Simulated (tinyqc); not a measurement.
What each change does: short-period [001] superlattice in sp3s* tight binding.

Planes alternate anion, cation along [001], a/4 apart; at zero in-plane momentum s, pz, s* form one block. All levels of A are shifted so that its Ev (lower root of [[Epa, Vxx], [Vxx, Epc]]) is 0, and those of B so that its Ev is -dEv. A monolayer is an anion plane and the cation plane above it; an anion between unlike cations takes the mean of the two anion levels; each bond takes the couplings of its cation. Block from an anion to the cation above: U with Vss/2 (s,s), Vsapc/2 (s,z), -Vscpa/2 (z,s), Vxx/2 (z,z), Vxapc/2 (s*,z), -Vpaxc/2 (z,s*); to the cation below: the same with the s-z and s*-z signs reversed. The cell of n + m monolayers is closed with the phase exp(2 pi i q). No spin-orbit coupling. In this block 2 (n + m) levels are filled.

For the two lowest empty levels at q = 0: energy, share of the cation weight on A, and Gamma character, the share of the cation amplitudes with Fourier index |j|/(n + m) < 1/4 along the stack (near 1: Gamma-like, near 0: folded from X).

Inputs chosen for the exercise (A near a published set for GaAs, B for AlAs; the results hold for these values, not for the real material): pA = (-8.347, 1.038, -2.661, 3.66, 8.584, 6.731, -6.449, 1.955, 5.086, 4.493, 5.779, 4.835, 4.816) eV (order Esa, Epa, Esc, Epc, Exa, Exc, Vss, Vxx, Vxy, Vsapc, Vscpa, Vxapc, Vpaxc); pB = (-7.537, 0.982, -1.164, 3.591, 7.466, 6.709, -6.68, 1.88, 4.282, 5.098, 5.507, 4.511, 5.007) eV (the same for B); dEv = 0.43 eV (valence offset: Ev(B) lies this far below Ev(A)); n2 = 9 (monolayers of A); m2 = 7 (monolayers of B).

A cell with n = n2 and m = m2.

One parameter was then changed.

Results before and after:

| case | E1 (eV) | A share 1 | Gamma 1 | E2 (eV) | A share 2 | Gamma 2 |
|---|---|---|---|---|---|---|
| base | 1.7285 | 0.95 | 0.99 | 1.8603 | 0.02 | 0.00 |
| changed | 1.6892 | 0.96 | 1.00 | 1.8601 | 0.02 | 0.00 |

Which of these changes was made? (a) n2 = 11; (b) dEv = 0.53 eV; (c) m2 = 9.
Answer: (a) n2 = 11. Of the candidates, run in turn, only this one gives the changed row.

All candidates:

| case | E1 (eV) | A share 1 | Gamma 1 | E2 (eV) | A share 2 | Gamma 2 |
|---|---|---|---|---|---|---|
| base | 1.7285 | 0.95 | 0.99 | 1.8603 | 0.02 | 0.00 |
| n2 = 11 | 1.6892 | 0.96 | 1.00 | 1.8601 | 0.02 | 0.00 |
| m2 = 9 | 1.7315 | 0.95 | 0.99 | 1.8548 | 0.01 | 0.00 |
| dEv = 0.53 eV | 1.7206 | 0.94 | 0.99 | 1.7618 | 0.01 | 0.00 |

Computed by tinyqc, a small Python program: `OMP_NUM_THREADS=1 python tinyqc.py 1452109 1452110 out.jsonl` (the numbers bound the seed that draws the inputs); one thread of a shared host (Intel(R) Xeon(R) Processor @ 2.30GHz), about 0.6 s for the whole set of steps.
